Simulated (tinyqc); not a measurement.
## Admittance spectroscopy of a deep trap: admittance against temperature

Schottky contact on an n-type layer with shallow donors Nd (all ionised) and a donor-like deep trap, neutral when filled and positive when empty; depletion approximation. Traps within lam of the depletion edge stay filled. The traps at xt = W - lam, where the level crosses the Fermi level, follow a slow signal and not a fast one. w = 2 pi f.

Emission rate en = sn vth(T) Nc(T) exp(-Et/kB T) = sn g T^2 exp(-Et/kB T), g = vth Nc/(300 K)^2, as vth goes as T^0.5 and Nc as T^1.5 (degeneracy factor 1). lam = sqrt(2 eps0 eps_r (EF - ET)/(q Nd)), EF - ET = Et - (kB T/q) ln(Nc(T)/Nd), Nc(T) = Nc (T/300 K)^1.5. In the steady state at the band bending V, 2 eps0 eps_r V/q = Nd W^2 + Nt (W - lam)^2 (the second term only if W > lam). V = Vbi + Vr. C_HF = eps0 eps_r/W, C_LF = eps0 eps_r (Nd + Nt)/(Nd W + Nt xt). Inflection frequency w0 = 2 en [1 + Nt xt/(Nd W)]; C = C_HF + (C_LF - C_HF)/(1 + (w/w0)^2), G/w = (C_LF - C_HF)(w/w0)/(1 + (w/w0)^2).

Inputs (values chosen for the exercise); material values close to those of germanium:

| symbol | value | unit | meaning |
|---|---|---|---|
| eps_r | 15.8 |  | relative permittivity |
| Nc | 1.04e19 | cm^-3 | conduction-band density of states at 300 K |
| vth | 3.3e7 | cm/s | thermal velocity at 300 K |
| Nd | 3.3e15 | cm^-3 | shallow donor density |
| Vbi | 0.31 | V | built-in voltage |
| Et | 0.25 | eV | depth of the trap below the conduction edge |
| sn | 8.5e-17 | cm^2 | capture cross-section |
| Nt | 2.9e15 | cm^-3 | trap density |
| Vr | 0 | V | reverse bias |
| f | 2.6e5 | Hz | signal frequency |

Constants: q = 1.602176634e-19 C, kB = 1.380649e-23 J/K, eps0 = 8.8541878128e-14 F/cm where lengths are in cm. Results are converted to the units shown.

Result of one run:
```
w0/(2 pi) (Hz),C (nF/cm^2),G/w (nF/cm^2)
2.452e4,37.00,1.348
```

Which temperature T gave this result: 230, 252, 264, 275 or 331 K?

T = 230 K.

The whole series:
```
T (K),w0/(2 pi) (Hz),C (nF/cm^2),G/w (nF/cm^2)
230,2.452e4,37.00,1.348
241,4.860e4,37.61,2.485
252,9.129e4,38.88,4.087
264,1.722e5,41.56,5.657
275,2.951e5,44.70,5.717
286,4.882e5,47.00,4.443
297,7.827e5,48.03,2.938
308,1.221e6,48.27,1.799
320,1.933e6,48.13,1.002
331,2.890e6,47.88,0.5499
342,4.284e6,47.57,0.2507
```

G/w goes from 1.35 through a maximum of 5.72 (at T = 275 K among the rows listed) to 0.251 nF/cm^2, where w0 passes the signal: w0/(2 pi) rises from 24500 to 4.28e6 Hz. C goes from 37.0 through a maximum of 48.3 (at T = 308 K among the rows listed) to 47.6 nF/cm^2.

Program tinyqc, `OMP_NUM_THREADS=1 python tinyqc.py 2050086 2050087 out.jsonl`; Intel Xeon 2.30GHz, shared host, one thread, about 0.01 s.
